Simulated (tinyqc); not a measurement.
Inside a calculation. Model: input admittance of a MOSFET at zero drain bias: distributed channel and distributed gate.

Numbers from tinyqc (`OMP_NUM_THREADS=1 python tinyqc.py 2262070 2262071 out.jsonl`; about 0.01 s on one thread of a shared Intel Xeon 2.30GHz). Printed values are rounded.

Source and drain grounded, strong inversion, w = 2 pi f, Cox = eps0 eox/tox. The channel is an RC line of resistance 1/(mu Cox Vo) per square fed from both ends, so one finger has the intrinsic admittance y = i w Cox L tanh(g)/g per width, g = (1/2) sqrt(i w tau), tau = L^2/(mu Vo). The vertical resistance rv/L is in series with y, the overlaps 2 i w Cov in parallel: y_t = 1/(1/y + rv/L) + 2 i w Cov. The gate strip is a line of Rsh/L per length loaded by y_t, so a finger has Y = y_t Wf tanh(k)/k, k = (Wf/sd) sqrt(y_t Rsh/L); the device has Nf Y.

Inputs (values chosen for the exercise); values of the order met in silicon radio-frequency transistors:

| symbol | value | unit | meaning |
|---|---|---|---|
| eox | 3.9 |  | relative permittivity of the gate insulator (close to silicon dioxide) |
| tox | 3.8 | nm | insulator thickness |
| L | 0.15 | um | channel length |
| Wf | 9.6 | um | finger width |
| Nf | 8 |  | number of fingers |
| mu | 420 | cm^2/(V s) | channel mobility |
| Vo | 0.27 | V | gate overdrive |
| Rsh | 30 | ohm/square | sheet resistance of the gate |
| rv | 1.2 | ohm um^2 | vertical resistivity of the gate stack |
| sd | 2 |  | number of ends at which a finger is contacted |
| Cov | 0.24 | fF/um | overlap and fringe capacitance on each side |
| f | 10 | GHz | frequency |

Constants: eps0 = 8.8541878128e-14 F/cm where lengths are in cm. Results are converted to the units shown.

## Low-frequency resistances and capacitance

Low-frequency limits, with c = Cox L and ct = c + 2 Cov: R_strip = Rsh Wf/(3 sd^2 L Nf), R_ch = (c/ct)^2 L/(12 mu Cox Vo Wf Nf), R_vert = (c/ct)^2 rv/(L Wf Nf), C = ct Wf Nf.

parts (ohm): strip 20, channel 0.863893, vertical 0.0569748
sum = 20.9209 ohm
C = 141.548 fF
1/(2 pi R C) = 53.7447 GHz

The strip term is the largest, 95.6 % of the sum.

## Admittance of the channel and stack per width

tau, g, c = Cox L, y and y_t as defined.

tau = 1.98413 ps
g = 0.124833+0.124833i
c = 1.36308 fF/um
y = 0.8896+85.6337i uS/um
y_t = 0.948+115.792i uS/um

w tau = 0.125, and Im y is 1.00 of w c.

## Input impedance of the device

k and Y as defined; Z = 1/(Nf Y) = R + 1/(i w C); Q = |Im Z|/R; signal at the point farthest from a contact |1/cosh k|.

k = 0.518631+0.514401i
Nf Y = 1.57705+8.54668i mS
R = 20.8790 ohm
C = 140.656 fF
Q = 5.41940
signal at the far point = 0.975019

R is 0.20 % below its low-frequency limit and C is 0.63 % below its own.
